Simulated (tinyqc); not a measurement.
## Access strength from the read disturbance

Problem. Transistor (EKV form, voltages against the body): I = 2 n b Vt^2 [F(vp - Vs) - F(vp - Vd)] from drain to source, F(v) = ln^2(1 + exp(v/(2 Vt))), vp = (Vg - VT + sg |Vd - Vs|)/n. n-channel bodies are at 0; for the p-channel device all voltages are counted down from Vdd. b in uA/V^2 gives I in uA. In an SRAM read the low node Q obeys In(gate QB, drain Q) = Ip(gate QB, drain Q) + Ia, where the access transistor (threshold VTn) has its gate and drain at Vdd and its source at Q. Find Ia, ba and the cell ratio bn/ba.

Parameters, values chosen for the exercise: temperature T = 400 K; supply voltage Vdd = 0.75 V; slope factor n = 1.16; drain-induced barrier lowering sg = 0.063; n-channel threshold VTn = 0.38 V; p-channel threshold (magnitude) VTp = 0.34 V; gain factor of the pull-down transistor bn = 200 uA/V^2; gain factor of the pull-up transistor bp = 120 uA/V^2.

Constants: q = 1.602176634e-19 C, kB = 1.380649e-23 J/K, Vt = kB T/q. Results are converted to the units shown.

Q and QB in the read (V): 0.071709865  0.74998068

Answer. The node equation gives Ia, which is proportional to ba.

Ia = 4.718 uA
ba = 100.0 uA/V^2
cell ratio = 2.000

Numbers from tinyqc (`OMP_NUM_THREADS=1 python tinyqc.py 2340071 2340072 out.jsonl`; about 0.1 s on one thread of a shared Intel Xeon 2.30GHz).
